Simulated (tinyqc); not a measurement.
Finite-difference solution of the diffusion equation on a small grid: one step, computed by the program tinyqc.

dC/dt = D d2C/dx2 on nodes x_j = j dx, j = 0..9; the far end is sealed.

Task: Amplification factors. The mode of M with eigenvalue mu has its amplitude multiplied per step by g = (1 + (1 - theta) r mu)/(1 - theta r mu), with theta = 0 explicit, 1 implicit, 1/2 Crank-Nicolson; the explicit scheme is stable for r up to 2/|mu_min|.

Boundary at x = 0: surface loss. Scheme: explicit.

operator M:
```
           0          1          2          3          4          5          6          7
0  -2.447368   2.000000   0.000000   0.000000   0.000000   0.000000   0.000000   0.000000
1   1.000000  -2.000000   1.000000   0.000000   0.000000   0.000000   0.000000   0.000000
2   0.000000   1.000000  -2.000000   1.000000   0.000000   0.000000   0.000000   0.000000
3   0.000000   0.000000   1.000000  -2.000000   1.000000   0.000000   0.000000   0.000000
4   0.000000   0.000000   0.000000   1.000000  -2.000000   1.000000   0.000000   0.000000
5   0.000000   0.000000   0.000000   0.000000   1.000000  -2.000000   1.000000   0.000000
6   0.000000   0.000000   0.000000   0.000000   0.000000   1.000000  -2.000000   1.000000
7   0.000000   0.000000   0.000000   0.000000   0.000000   0.000000   1.000000  -2.000000
8   0.000000   0.000000   0.000000   0.000000   0.000000   0.000000   0.000000   1.000000
9   0.000000   0.000000   0.000000   0.000000   0.000000   0.000000   0.000000   0.000000

           8          9
0   0.000000   0.000000
1   0.000000   0.000000
2   0.000000   0.000000
3   0.000000   0.000000
4   0.000000   0.000000
5   0.000000   0.000000
6   0.000000   0.000000
7   1.000000   0.000000
8  -2.000000   1.000000
9   2.000000  -2.000000
```

mesh ratio r = 0.2584

Give: eigenvalues mu of M; factors g; largest stable r of the explicit scheme.

Result:

eigenvalues mu of M: -4.053  -3.927  -3.581  -3.049  -2.396  -1.701  -1.048  -0.515  -0.163  -0.014

factors g: -0.0472  -0.0146  0.0747  0.2121  0.3808  0.5603  0.7291  0.8669  0.9579  0.9963

largest stable r of the explicit scheme = 0.4935

The smallest factor is -0.047: the shortest waves flip sign at each step while they decay.
